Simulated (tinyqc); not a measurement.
AlGaN/GaN HEMT with access regions, lumped model: one step of the calculation.

A polarisation-induced electron sheet under a Schottky gate, in series with two ungated access regions and contacts. Drift law v = mu E/(1 + mu E/vs) under the gate. Currents in mA/mm, resistances in ohm mm. No self-heating, no channel-length modulation; fits for polarisation, barrier and offset are chosen for the exercise.

Question. Polarisation charge, threshold and sheet resistance. sigma = (5e13 x + 1.6e13 x^2) cm^-2, phiB = 0.84 + 1.3 x, dEc = 0.7 (1.71 x + x^2) in volts, Cb = eps0 eps_r/d, VT = phiB - dEc - q sigma/Cb, access density n0 = -Cb VT/q. Rsh = 1/(q mu n0); largest access current q n0 vs.

Parameters, values chosen for the exercise; values close to those of AlGaN/GaN structures:
- x = 0.34 (aluminium share of the barrier)
- d = 20 nm (barrier thickness)
- eps_r = 9.4 (relative permittivity of barrier and channel)
- mu = 1900 cm^2/(V s) (channel mobility)
- vs = 1.1e7 cm/s (saturation velocity)

Constants: q = 1.602176634e-19 C, eps0 = 8.8541878128e-14 F/cm where lengths are in cm. Results are converted to the units shown.

Find: sigma; Cb; VT; n0; Rsh; q n0 vs.

Answer.

sigma = 1.885e13 cm^-2
Cb = 0.4161 uF/cm^2
VT = -6.463 V
n0 = 1.679e13 cm^-2
Rsh = 195.7 ohm
q n0 vs = 2959 mA/mm

Computed by the program tinyqc: `OMP_NUM_THREADS=1 python tinyqc.py 2570011 2570012 out.jsonl`, one thread of a shared Intel Xeon 2.30GHz, about 0.01 s for the whole run.
